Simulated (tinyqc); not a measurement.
Straight dislocations in isotropic elasticity: fields, energies, partials, Peierls stress and walls: one step, computed by the program tinyqc.

The line runs along z, the glide plane is y = 0, and beta is the angle between b and the line (0 screw, 90 degrees edge): b_e = b sin(beta) along +x with the extra half plane at y > 0, b_s = b cos(beta). Stress is positive in tension.

Task: Strength from dislocations. Frank-Read source, averaged over the loop: tau = G b/(2 pi l) [(1 - nu/2)/(1 - nu)] ln(l/r0). Taylor hardening: tau = 0.3 G b sqrt(rho).

Inputs (values chosen for the exercise, modelled on copper):
```
quantity                   value      unit
shear modulus G             48.8       GPa
Poisson ratio nu           0.345         -
Burgers vector b           2.556  angstrom
dislocation density rho  6.4e+10     1/m^2
core radius r0/b               2         -
source length l              140        nm
```

Give: Frank-Read stress; Taylor stress.

Result:

Frank-Read stress = 100.55 MPa

Taylor stress = 0.94666 MPa
